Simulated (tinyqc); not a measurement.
Pillar capacitor in an array: capacitance, non-linearity, leakage and relaxation: one step of the calculation.

A film between two metal electrodes, each interface adding a series capacitance ci. The small-signal permittivity is ek (1 + aq E^2); the field is found with the linear permittivity. Leakage J = J0 sinh(E/Ef). After a voltage step the film passes a relaxation current kr C V tt^(-nr), tt being the time in seconds. The sidewall is a coaxial capacitor with radii a = dm/2 and b = dm/2 + t, depth AR dm; the end face is left out.

Question. Cell capacitance, fields and time constant. Per length 1/c = ln(b/a)/(2 pi eps0 ek) + (1/a + 1/b)/(2 pi ci); cell capacitance c AR dm; per footprint over pt^2; fields c V/(2 pi eps0 ek r) at r = a and b; resistance of the inner electrode rho AR dm/(pi a^2); time constant R C/3 of the distributed line.

Parameters, values chosen for the exercise; permittivity of the order of that of aluminium oxide:
```
symbol,value,unit,meaning
ek,8.98,,relative permittivity of the film
t,20,nm,film thickness
ci,280,uF/cm^2,capacitance of each electrode interface (dead layer and screening)
V,0.9,V,bias
dm,170,nm,diameter of the pillar
AR,10,,"aspect ratio, depth over diameter"
pt,300,nm,pitch of the square array
rho,150,uohm cm,resistivity of the inner electrode
```

Constants: eps0 = 8.8541878128e-14 F/cm where lengths are in cm. Results are converted to the units shown.

Wanted: a; b; cell capacitance; capacitance per footprint; field at a; field at b; R; R C/3.

Answer.

a = 85.00 nm
b = 105.0 nm
cell capacitance = 4.008 fF
capacitance per footprint = 4.453 uF/cm^2
field at a = 0.4996 MV/cm
field at b = 0.4045 MV/cm
R = 0.1123 kohm
R C/3 = 0.1501 ps

The array gives 11.2 times the planar capacitance per footprint; curvature makes the field at the inner electrode 1.11 times the planar value.

tinyqc, about 0.01 s, one thread, Intel Xeon 2.30GHz (shared host): `OMP_NUM_THREADS=1 python tinyqc.py 2102108 2102109 out.jsonl`
